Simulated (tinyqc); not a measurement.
Thin-film resistivity, exact integral against the thick limit.

Fuchs-Sondheimer for a film of thickness d, k = d/lam: rho0/rho = 1 - (3 (1 - ps)/(2 k)) int_1^infinity (t^-3 - t^-5)(1 - exp(-k t))/(1 - ps exp(-k t)) dt; thick limit rho/rho0 = 1 + 3 (1 - ps)/(8 k).

Parameters, values chosen for the exercise; metal values close to those of aluminium:
- rho0 = 2.65 uohm cm (bulk resistivity)
- lam = 18.8 nm (bulk mean free path)
- ps = 0 (specular share of surface scattering)

Thin-film resistivity, exact integral against the thick limit:
```
d (nm)        k  rho/rho0, exact  thick limit  error of the limit (%)  rho (uohm cm)
0.94    0.05000            7.728        8.500                    9.99          20.48
1.8     0.09574            4.922        4.917                  -0.107          13.04
3.5      0.1862            3.230        3.014                   -6.68          8.560
6.9      0.3670            2.221        2.022                   -8.98          5.886
13       0.6915            1.670        1.542                   -7.65          4.426
26        1.383            1.329        1.271                   -4.36          3.522
50        2.660            1.161        1.141                   -1.76          3.078
97        5.160            1.078        1.073                  -0.524          2.858
190       10.11            1.039        1.037                  -0.138          2.752
```

rho/rho0 falls from 7.73 to 1.04. The error of the thick limit goes from 10 through a minimum of -9.0 (at d = 6.9 nm among the rows listed) to -0.14 %; it stays within 5 % for k of 1.383 and above among the rows listed. The change of sign at small k is a crossing of two different laws, not agreement.

Program tinyqc, `OMP_NUM_THREADS=1 python tinyqc.py 2100058 2100059 out.jsonl`; Intel Xeon 2.30GHz, shared host, one thread, about 0.01 s.
